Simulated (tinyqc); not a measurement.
Changing the reverse bias V_r: trap-assisted generation and recombination current of an abrupt junction. Computed by tinyqc, a small Python program. Command: `OMP_NUM_THREADS=1 python tinyqc.py 3009423 3009424 out.jsonl junctionleak sweep`. One thread of a shared host (Intel(R) Xeon(R) Processor @ 2.30GHz), about 0.02 s of CPU time with the checks.

Depletion approximation, flat quasi-Fermi levels across the depleted layer, long neutral regions with minority lifetimes tau_n and tau_p, full ionisation and Boltzmann statistics. Voltages in exponents stand for e V.

Inputs (values chosen for the exercise, with bands and screening modelled on silicon):
```
quantity,value,unit
gap E_g,1.12,eV
electron mass m_e,0.336,m_0
valleys M_c,6,-
hole mass m_h,0.813,m_0
dielectric constant eps,11.9,-
acceptor density N_A,6.7e+16,cm^-3
donor density N_D,3.2e+17,cm^-3
capture time tau_n,7.4e-05,s
capture time tau_p,2.5e-08,s
trap level E_t - E_i,0,eV
electron diffusion coefficient D_n,15,cm^2/s
hole diffusion coefficient D_p,10,cm^2/s
temperature T,300,K
tunnelling mass m_t,0.32,m_0
```

Field enhancement: Hurkx tunnelling factor.

Constants: k_B = 8.617333262e-05 eV/K; m_0 = 9.1093837015e-31 kg; k_B = 1.380649e-23 J/K; h = 6.62607015e-34 J s; e = 1.602176634e-19 C; eps_0 = 8.8541878128e-12 F/m; hbar = 1.054571817e-34 J s.

Method:
- N_c = 2 M_c (2 pi m_e k_B T/h^2)^(3/2) and N_v = 2 (2 pi m_h k_B T/h^2)^(3/2), masses in units of m_0.
- n_i = sqrt(N_c N_v) exp(-E_g/2 k_B T); V_bi = (k_B T/e) ln(N_A N_D/n_i^2); diffusion saturation current J_d0 = e n_i^2 [sqrt(D_n/tau_n)/N_A + sqrt(D_p/tau_p)/N_D].
- W = sqrt(2 eps eps_0 (V_bi - V)(1/N_A + 1/N_D)/e), x_p = W N_D/(N_A + N_D), x_n = W - x_p, peak field F_m = 2 (V_bi - V)/W; reverse bias means V = -V_r.
- Both capture times are divided by 1 + Gamma, Gamma = 2 sqrt(3 pi) (F/F_G) exp((F/F_G)^2), F_G = sqrt(24 m_t (k_B T)^3)/(e hbar) (the low-field Hurkx form), F being the local field, linear in x from 0 at the edges to F_m.
- Potential from the p edge: phi = (V_bi - V) x^2/(x_p W) on the p side and (V_bi - V)[1 - (W - x)^2/(x_n W)] on the n side; p = N_A exp(-phi/k_B T), n = n_i^2 exp(V/k_B T)/p; U = (n p - n_i^2)/[tau_p (n + n_i exp(dE/k_B T)) + tau_n (p + n_i exp(-dE/k_B T))], dE = E_t - E_i, n1 = n_i exp(dE/k_B T), p1 = n_i exp(-dE/k_B T); J_t = e int U dx by the trapezoid rule on 400 intervals on each side.
- Generation lifetime tau_g = tau_p exp(dE/k_B T) + tau_n exp(-dE/k_B T); textbook estimate e n_i W/tau_g; generation current J_g = -J_t; total = J_g + J_d0 (1 - exp(-V_r/k_B T)).

One run for each value:
```
reverse bias V_r (V),generation current (A/cm^2),W (nm),peak field F_m (V/cm),estimate e n_i W/tau_g (A/cm^2),total reverse current (A/cm^2)
0.10,1.4868e-10,150.81,1.2705e+05,2.9659e-10,1.4957e-10
0.20,1.9919e-10,158.49,1.3352e+05,3.1169e-10,2.0011e-10
0.40,2.9259e-10,172.82,1.4559e+05,3.3987e-10,2.9351e-10
0.79,4.7174e-10,197.80,1.6663e+05,3.8900e-10,4.7265e-10
1.60,8.4378e-10,241.57,2.0350e+05,4.7507e-10,8.4469e-10
3.20,1.6143e-09,310.39,2.6148e+05,6.1041e-10,1.6152e-09
6.30,3.3637e-09,412.24,3.4728e+05,8.1071e-10,3.3646e-09
13.00,9.1340e-09,573.59,4.8320e+05,1.1280e-09,9.1349e-09
25.00,3.4618e-08,783.52,6.6005e+05,1.5409e-09,3.4619e-08
```

What does the table show, and why?

Over the rows, generation current (A/cm^2) rises from 1.49e-10 to 3.46e-8 (exponent d ln y / d ln x 0.42 between the first rows and 2.0 between the last); W (nm) rises from 151 to 784 (exponent d ln y / d ln x 0.072 between the first rows and 0.48 between the last); peak field F_m (V/cm) rises from 127000 to 660000 (exponent d ln y / d ln x 0.072 between the first rows and 0.48 between the last). At the high end the exponent of W is 0.48, close to 0.50: W goes as sqrt(V_bi + V_r). The generation current passes e n_i W/tau_g where the field enhancement 1 + Gamma outweighs the dead zones at the edges.

Caution (rows 6.30, 13.0, 25.0): at such a field avalanche multiplication or band-to-band tunnelling, left out here, may dominate the reverse current.

Extremes, crossings and ranges named in words are read from the listed rows.
